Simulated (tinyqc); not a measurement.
Via and link resistance from two via chains.

Problem. A chain of 5000 vias joined by 5000 metal links has R = 5000 (Rv + Rlink), with Rlink proportional to the link length. Find Rv, Rlink for length L, and the value of Rv that the short chain would give if the links were ignored.

resistance of chains of 5000 links with link lengths L and 3 L (ohm): 1.66e5  1.78e5

Solution. R per link is a straight line in the link length; its intercept at zero length is Rv.

Rv = 32.00 ohm
Rlink = 1.200 ohm
Rv without correction = 33.20 ohm

Numbers from tinyqc (`OMP_NUM_THREADS=1 python tinyqc.py 2750031 2750032 out.jsonl`; about 0.01 s on one thread of a shared Intel Xeon 2.30GHz).
